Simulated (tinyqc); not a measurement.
What moves the results: eight-band Kane k.p model. A value that a table varies takes the place of the one given here.

Eight-band Kane model, basis S, X, Y, Z times spin, zero of energy at the top of the unstrained valence band, c = hbar^2/2m0. Within each spin: H_SS = Eg + A c k^2, H_SX = i P kx (likewise Y, Z), H_XX = -Dso/3 + L kx^2 + M (ky^2 + kz^2), H_XY = N kx ky, and cyclic. Spin-orbit term (Dso/3) L.sigma on X, Y, Z with (L_k)_ij = -i epsilon_kij: <X+|H|Y+> = -i Dso/3, <X+|H|Z-> = Dso/3, <Y+|H|Z-> = -i Dso/3, <Z+|H|X-> = -Dso/3, <Z+|H|Y-> = i Dso/3, <X-|H|Y-> = i Dso/3, and their conjugates; + and - are the spin along z. Terms from inversion asymmetry are left out, so every level is twofold.

P = sqrt(Ep c); A = 1/me - Ep (Eg + 2 Dso/3)/(Eg (Eg + Dso)) keeps the electron mass; g1' = g1 - Ep/(3 Eg), g2' = g2 - Ep/(6 Eg), g3' = g3 - Ep/(6 Eg) remove the coupling to S that the Luttinger values already hold; L = -c (g1' + 4 g2'), M = -c (g1' - 2 g2'), N = -6 c g3'.

Constants: hbar^2/2m0 = 3.80998211 eV angstrom^2.

Values chosen for the exercise (near those of InSb; shifted at random, so the results belong to these values and not to a real crystal): Eg = 0.24 eV (gap at Gamma to the s-like level); Dso = 0.791 eV (spin-orbit splitting); Ep = 23 eV (Kane energy); me = 0.0137 m0 (electron mass at Gamma); g1 = 34.95 (Luttinger gamma1); g2 = 15.51 (gamma2); g3 = 16.44 (gamma3); kmax = 0.08 1/angstrom (end of the path).

## Non-parabolicity of the conduction band

Unstrained, along [110], six points up to kmax. Parabolic: E = c k^2/me. Two-band form: E (1 + alpha E) = c k^2/me with alpha = (1 - me)^2/Eg. The column alpha(k) solves that form for alpha with the eight-band energy. Energies from the conduction edge.

Energies:
```
|k| (1/angstrom)  parabolic (eV)  two-band (eV)  eight-band (eV)  alpha(k) (1/eV)  parabolic / eight-band
0.0133                    0.0494         0.0422           0.0424            3.910                   1.166
0.0267                    0.1978         0.1296           0.1312            3.869                   1.508
0.0400                    0.4450         0.2302           0.2344            3.834                   1.899
0.0533                    0.7910         0.3353           0.3430            3.809                   2.306
0.0667                    1.2360         0.4425           0.4541            3.792                   2.722
0.0800                    1.7798         0.5507           0.5665            3.782                   3.142
```

alpha = 4.053 1/eV

At the last point the parabola lies a factor 3.14 above the eight-band value, and the two-band form 15.8 meV below it. Even the first point is more than 5 % off the parabola. alpha(k) goes from 3.910 to 3.782 1/eV, a spread of 3.3 % over this range; the simple rule gives 4.053, 4 % above the first value, as it knows neither Dso nor the remote terms.

## Four, six or eight bands for the holes

Unstrained, along [100]. Six bands: the X, Y, Z block alone with the full g1, g2, g3 in L, M, N. Four bands: the same with Dso sent to infinity. HH, LH and SO name the pairs from the top.

Valence levels (eV):
```
|k| (1/angstrom)     HH 4     HH 6     HH 8     LH 4     LH 6     LH 8     SO 6     SO 8
0.0133            -0.0027  -0.0027  -0.0027  -0.0447  -0.0435  -0.0378  -0.8158  -0.7981
0.0267            -0.0106  -0.0106  -0.0106  -0.1787  -0.1593  -0.1134  -0.9051  -0.8194
0.0400            -0.0240  -0.0240  -0.0240  -0.4022  -0.3005  -0.1952  -1.1057  -0.8551
0.0533            -0.0426  -0.0426  -0.0426  -0.7149  -0.4153  -0.2742  -1.4694  -0.9052
0.0667            -0.0665  -0.0665  -0.0665  -1.1171  -0.4953  -0.3484  -2.0046  -0.9689
0.0800            -0.0958  -0.0958  -0.0958  -1.6086  -0.5561  -0.4178  -2.6957  -1.0448
```

At |k| = 0.0800 the heavy holes of the three models span 0.0 meV and the light holes 1190.8 meV. The split-off band moves the light hole by +1052.5 meV and treating the conduction band exactly moves it by +138.3 meV more; the split-off band matters more here, where the four-band light-hole energy is 2.03 times Dso and 6.70 times Eg. The four-band light hole has even passed below -Dso = -0.791 eV, where that model has no meaning.

## What each parameter does

Unstrained; levels at |k| = kmax along [110], all derived values formed anew. Each row changes one parameter from the base and keeps the others.

Results:
```
case             conduction (eV)  heavy hole (eV)  light hole (eV)  split-off (eV)
base                      0.8065          -0.0593          -0.4100         -1.0674
Eg = 0.216 eV             0.7899          -0.0595          -0.4196         -0.9827
Dso = 0.8701 eV           0.8118          -0.0595          -0.4209         -1.1278
Ep = 20.7 eV              0.8341          -0.0592          -0.4109         -1.1540
me = 0.0123 m0            0.9451          -0.0591          -0.3750         -1.0386
g1 = 38.445               0.7781          -0.1444          -0.4799         -1.1396
g2 = 17.061               0.7949          -0.0418          -0.4017         -1.0816
g3 = 14.796               0.8458          -0.1204          -0.4241         -1.0315
```

The largest shifts from the base row, up to three for each result and ties (the steps differ in size, so this ranks the rows, not the parameters). conduction (eV): me +0.1386, g3 +0.0393, g1 -0.0283. heavy hole (eV): g1 -0.0851, g3 -0.0611, g2 +0.0175. light hole (eV): g1 -0.0699, me +0.0350, g3 -0.0141. split-off (eV): Ep -0.0866, Eg +0.0846, g1 -0.0722.

Program tinyqc; command `OMP_NUM_THREADS=1 python tinyqc.py 1050381 1050382 out.jsonl`; about 0.01 s on one thread of a shared Intel(R) Xeon(R) Processor @ 2.30GHz.
